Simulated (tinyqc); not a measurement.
# Transfer-length model of a contact: two studies

A metal contact of length d and width W on a thin layer of the same width. The metal has no resistance, the sheet resistance under it equals Rsh, and current enters the layer at the front edge x = 0.

Parameters, values chosen for the exercise:
```
symbol   value      unit                                      meaning
Rsh        780    ohm/sq  sheet resistance of the semiconductor layer
rc      1.5e-8  ohm cm^2                 specific contact resistivity
d        0.057        um                               contact length
W          5.7        um                                contact width
```

Each table varies one quantity; the others keep the values above.

## Effect of the contact resistivity

Transfer length Lt = sqrt(rc/Rsh); front resistance Rc = (Rsh Lt/W) coth(d/Lt); end resistance Re = (Rsh Lt/W)/sinh(d/Lt).

Effect of the contact resistivity:
```
rc (ohm cm^2),Lt (um),d/Lt,Rc W (ohm um)
3e-10,0.0062017,9.1910,4.8374
7.7e-10,0.0099357,5.7369,7.7500
2e-9,0.016013,3.5596,12.510
5.3e-9,0.026067,2.1867,20.852
1.4e-8,0.042366,1.3454,37.854
3.6e-8,0.067937,0.83902,77.326
9.4e-8,0.10978,0.51923,179.47
2.5e-7,0.17903,0.31838,453.32
6.4e-7,0.28645,0.19899,1137.6
```

What does the comparison show?

Rc W rises from 4.84 to 1140 ohm um, as rc^(0.50) between the first two rows (d/Lt = 9.2) and rc^(0.98) between the last two (d/Lt = 0.20); a long contact gives the power 1/2 and a short one 1. In 3 of the 9 rows Lt is below 20 nm, near the thickness of a real layer, where current spreads in depth and the line model fails.

## Effect of the contact length

Same model as above.

Results:
```
d (um),d/Lt,Rc W (ohm um),rc/d (ohm um),Re/Rc
0.0058,0.1323,260.1,258.6,0.9913
0.009,0.2052,169.0,166.7,0.9793
0.022,0.5017,73.81,68.18,0.8861
0.034,0.7753,52.62,44.12,0.7599
0.052,1.186,41.25,28.85,0.5589
0.081,1.847,35.95,18.52,0.3077
0.13,2.964,34.39,11.54,0.1029
0.2,4.561,34.21,7.500,0.02091
```

Estimate the missing row, d = 0.014 um.

Computed row:
```
d (um),d/Lt,Rc W (ohm um),rc/d (ohm um),Re/Rc
0.014,0.3192,110.8,107.1,0.9511
```

With this row back in the table: Rc W falls from 260 to 34.2 ohm um, as d^(-0.98) between the first two rows. It levels off at sqrt(rc Rsh) = 34.2 ohm um and, among the rows, is within 5 % of that from d = 0.13 um on (Lt = 0.0439 um): metal beyond two transfer lengths lowers Rc by less than 4 %.

Program tinyqc, `OMP_NUM_THREADS=1 python tinyqc.py 2760170 2760171 out.jsonl`; Intel Xeon 2.30GHz, shared host, one thread, about 0.01 s.
